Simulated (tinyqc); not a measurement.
From results back to parameters: Koster-Slater impurity in an sp3s* host.

Problem. In the Koster-Slater model a defect shifts the s level of its site by Vs and the p levels by Vp; an A1 level solves 1/Vs = G_s(E) and a T2 level 1/Vp = G_p(E), E from the top of the valence band. A defect has an A1 level at E = 1.3768 eV, one of the energies of the table, and a T2 level at 4.1304 eV.

G(E) of the host (1/eV):
```
E (eV),G_s,G_p
0.0000,-0.0032381,0.0498265
0.6884,-0.0075019,0.0294995
1.3768,-0.0120751,0.0168053
2.0652,-0.0172145,0.0061966
2.7536,-0.0232686,-0.0037682
3.4420,-0.0308210,-0.0140725
4.1304,-0.0410359,-0.0259676
4.8188,-0.0569223,-0.0422727
5.5071,-0.0963305,-0.0817885
```

Find: Vs, Vp.

Solution. Read G_s and G_p at the two energies and invert them. Vs is attractive and pulls its level down from the conduction bands. Vp is attractive and pulls its level down from the conduction bands.

Vs, Vp (eV): -82.8  -38.5

Program tinyqc; command `OMP_NUM_THREADS=1 python tinyqc.py 1451413 1451414 out.jsonl`; about 0.04 s on one thread of a shared Intel(R) Xeon(R) Processor @ 2.30GHz.
